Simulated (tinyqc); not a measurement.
# Double-gate transistor, scale length and short-channel effects: effects of single changes

A body of thickness ts between two insulators of thickness ti and two tied gates. Below threshold the potential that source and drain add obeys Laplace's equation and vanishes on the gate. Its lowest mode decays along the channel as exp(-k y); k is the smallest positive root of the matching condition at the interface, and the scale length is Lambda = pi/k.

Values chosen for this exercise; permittivities: semiconductor made up, insulator close to that of zirconium oxide: temperature T = 300 K; relative permittivity of the semiconductor eps_r = 17.4; relative permittivity of the insulator ei = 25; insulator thickness ti = 1.8 nm; body thickness ts = 5.8 nm; channel length L = 16 nm; potential of the source Vbi = 0.88 V; potential of the barrier top at threshold sT = 0.68 V; drain voltage Vds = 0.7 V.

Constants: q = 1.602176634e-19 C, kB = 1.380649e-23 J/K, Vt = kB T/q. Results are converted to the units shown.

Each table varies one quantity; the others keep the values above.

## Effect of the body thickness

k is the smallest positive root of f(k) = ei cos(k ti) cos(k ts/2) - eps_r sin(k ti) sin(k ts/2). Along the channel psi(y) = s + a exp(y/l) + b exp(-y/l) with psi(0) = Vbi, psi(L) = Vbi + Vds and l = 1/k = Lambda/pi; with A = Vbi - s, B = A + Vds, x = exp(-L/l): a = (B - A x) x/(1 - x^2), b = (A - B x)/(1 - x^2). The minimum is s + 2 sqrt(a b), at y = (l/2) ln(b/a). The long-channel potential follows the gate as s = sT + (Vg - VTL)/m, and the threshold VT is the gate voltage at which the minimum equals sT. Swing = m Vt ln 10/g at threshold, g = d(minimum)/ds = 1 - (b x + a)/((1 + x) sqrt(a b)). DIBL = [VT(0.05 V) - VT(Vds)]/(Vds - 0.05 V). sT and Vbi are held fixed; m = 1.

Effect of the body thickness:
```
ts (nm)  Lambda (nm)  L/Lambda  VT - VTL at Vds (mV)  DIBL (mV/V)  swing (mV/decade)
2.3            5.333     3.000                -7.799        5.707              60.93
2.9            5.842     2.739                -11.90        8.730              61.66
3.6            6.459     2.477                -18.27        13.46              62.78
4.5            7.281     2.198                -29.18        21.63              64.67
5.6            8.314     1.924                -46.82        35.01              67.66
7              9.658     1.657                -76.15        57.63              72.48
8.7            11.32     1.414                -121.9        93.51              79.75
```

As ts goes from 2.3 to 8.7 nm, Lambda rises from 5.33 to 11.3 nm, DIBL rises from 5.71 to 93.5 mV/V and the swing rises from 60.9 to 79.7 mV a decade. On average Lambda goes as ts^(0.57). At ts = 8.7 nm L is under 1.5 Lambda, where higher modes, left out of the one-mode potential, count. For ts = 2.3 to 3.6 nm the semiconductor is under 4 nm thick, where quantum confinement shifts the threshold.

## Effect of the insulator thickness

Same model as above.

Result of one run:
```
ti (nm)  Lambda (nm)  L/Lambda  VT - VTL at Vds (mV)  DIBL (mV/V)  swing (mV/decade)
1.7            8.340     1.918                -47.32        35.40              67.74
```

What becomes of these results when the insulator thickness ti is changed from 1.7 to 2.2 nm, all else the same?

Result of the changed run:
```
ti (nm)  Lambda (nm)  L/Lambda  VT - VTL at Vds (mV)  DIBL (mV/V)  swing (mV/decade)
2.2            9.177     1.743                -64.84        48.86              70.64
```

The whole series:
```
ti (nm)  Lambda (nm)  L/Lambda  VT - VTL at Vds (mV)  DIBL (mV/V)  swing (mV/decade)
0.6            6.647     2.407                -20.52        15.14              63.17
0.78           6.910     2.316                -23.91        17.67              63.76
1              7.238     2.211                -28.54        21.15              64.56
1.3            7.700     2.078                -35.81        26.64              65.80
1.7            8.340     1.918                -47.32        35.40              67.74
2.2            9.177     1.743                -64.84        48.86              70.64
2.9            10.41     1.538                -95.50        72.73              75.58
```

As ti goes from 0.6 to 2.9 nm, Lambda rises from 6.65 to 10.4 nm, DIBL rises from 15.1 to 72.7 mV/V and the swing rises from 63.2 to 75.6 mV a decade. On average Lambda goes as ti^(0.28).

## Effect of the channel length

Same model as above.

The same in every row: Lambda (nm) = 8.504.

Effect of the channel length:
```
L (nm)  L/Lambda  VT - VTL at Vds = 0.05 V (mV)  VT - VTL at Vds (mV)  DIBL (mV/V)  swing (mV/decade)
9.4        1.105                         -116.3                -236.9        185.6              97.26
11         1.293                         -77.76                -156.3        120.8              85.07
13         1.529                         -49.05                -97.18        74.04              75.85
16         1.881                         -25.93                -50.54        37.86              68.28
19         2.234                         -14.22                -27.43        20.31              64.37
23         2.704                         -6.579                -12.58        9.237              61.78
27         3.175                         -3.095                -5.896        4.308              60.59
32         3.763                         -1.219                -2.317        1.688              59.95
38         4.468                        -0.4010               -0.7612       0.5542              59.66
```

What does the comparison show?

From L = 9.4 to 38 nm, DIBL falls from 186 to 0.554 mV/V and the swing falls from 97.3 to 59.7 mV a decade (long-channel value 59.5). Between the last two rows the threshold shift at Vds decays with a length of 5.39 nm, against 2 Lambda/pi = 5.41 nm for a shift that goes as exp(-pi L/(2 Lambda)). DIBL first drops below 100 mV/V at L = 13 nm among the rows, L/Lambda = 1.5. For L = 9.4 to 11 nm L is under 1.5 Lambda, where higher modes, left out of the one-mode potential, count.

Program tinyqc, `OMP_NUM_THREADS=1 python tinyqc.py 2420093 2420094 out.jsonl`; Intel Xeon 2.30GHz, shared host, one thread, about 0.01 s.
